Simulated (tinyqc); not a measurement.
From results back to parameters: four-band model of biased bilayer graphene near K. Three cases, with inputs chosen for the exercise.

Problem. With g1 the hopping between the dimer sites, v0 the velocity of one layer (hbar v) and no skew hoppings, the direct gap at K is U and the smallest gap is U g1/sqrt(U^2 + g1^2), on a ring of radius (U/2 v0) sqrt((2 g1^2 + U^2)/(g1^2 + U^2)). The values below come from hidden g1 and v0.

Find: g1; v0.

Method. 1/gap^2 = 1/U^2 + 1/g1^2 gives g1; the radius then gives v0.

Case 1.

Values chosen (out of a larger set: near those used for Bernal bilayer graphene; not measured data): U = 0.27 eV (potential difference of the layers).

smallest gap = 0.2254961 eV
radius = 0.0270691 1/angstrom

Solution.

g1 = 0.410 eV
v0 = 6.498 eV angstrom

Case 2.

Values chosen (out of a larger set: near those used for Bernal bilayer graphene; not measured data): U = 0.27 eV (potential difference of the layers).

smallest gap = 0.2258272 eV
radius = 0.0262256 1/angstrom

Solution.

g1 = 0.412 eV
v0 = 6.711 eV angstrom

Case 3.

Values chosen (out of a larger set: near those used for Bernal bilayer graphene; not measured data): U = 0.3 eV (potential difference of the layers).

smallest gap = 0.2172414 eV
radius = 0.0271657 1/angstrom

Solution.

g1 = 0.315 eV
v0 = 6.817 eV angstrom

Computed by tinyqc, one run a case: `OMP_NUM_THREADS=1 python tinyqc.py N N+1 out.jsonl` with N = 1452697, 1452743, 1452860; one thread of a shared Intel(R) Xeon(R) Processor @ 2.30GHz, about 0.1 s a run at most.
